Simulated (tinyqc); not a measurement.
Stretching all distances: RHF, UHF, MP2, CISD and CCSD against full CI in the sto-3g basis, for H4, spin multiplicity 1. Computed by the program tinyqc with PySCF. All coordinates are multiplied by the scale. c0^2 is the weight of the RHF determinant in the lowest singlet FCI state (UHF is spin-contaminated and may lie near states of higher spin) and n(LUMO) the first natural occupation beyond the occupied space.

Geometry (angstrom):
```
atom,x,y,z
H,0.0000,0.0000,0.0000
H,0.0000,0.0000,0.7870
H,0.0000,0.0000,1.7500
H,0.0000,0.0000,2.5370
```

Full CI energy (hartree) and errors against it (kcal/mol):
```
scale,distance 1-2 (angstrom),E(FCI),RHF,UHF,MP2,CISD,CCSD,<S^2> UHF,c0^2,n(LUMO)
0.9700,0.7634,-2.206749,26.4970,26.4970,8.8620,0.2590,0.0152,0.0000,0.9736,0.0395
1.1600,0.9129,-2.207077,35.7031,35.7031,13.3533,0.6455,0.0432,0.0000,0.9557,0.0630
1.3500,1.0624,-2.162025,47.9367,47.9367,19.5975,1.4866,0.0981,0.0000,0.9280,0.0972
1.5400,1.2120,-2.102197,64.0112,57.9844,28.0748,3.1761,0.1788,0.5078,0.8868,0.1461
1.7300,1.3615,-2.042696,84.4149,55.3089,39.0102,6.2504,0.2616,1.0127,0.8296,0.2123
1.9200,1.5110,-1.991217,109.0507,45.5144,52.1061,11.2210,0.2906,1.3747,0.7576,0.2949
2.1100,1.6606,-1.950786,137.1061,33.8208,66.4052,18.2908,0.1866,1.6170,0.6767,0.3887
2.3000,1.8101,-1.921344,167.1719,23.3838,80.4173,27.1137,-0.1256,1.7701,0.5958,0.4857
```

What does the comparison show, and why?

UHF parts from RHF first at scale 1.54 of those listed, where <S^2> leaves zero. The weight c0^2 goes from 0.97 to 0.60 and n(LUMO) from 0.04 to 0.49: static correlation grows as the bonds break into open-shell fragments. The spread of the error along the curve, which distorts its shape, is CCSD 0.4, CISD 26.9, UHF 34.6, MP2 71.6, RHF 140.7 kcal/mol. Below FCI somewhere: CCSD, as non-variational methods may be.
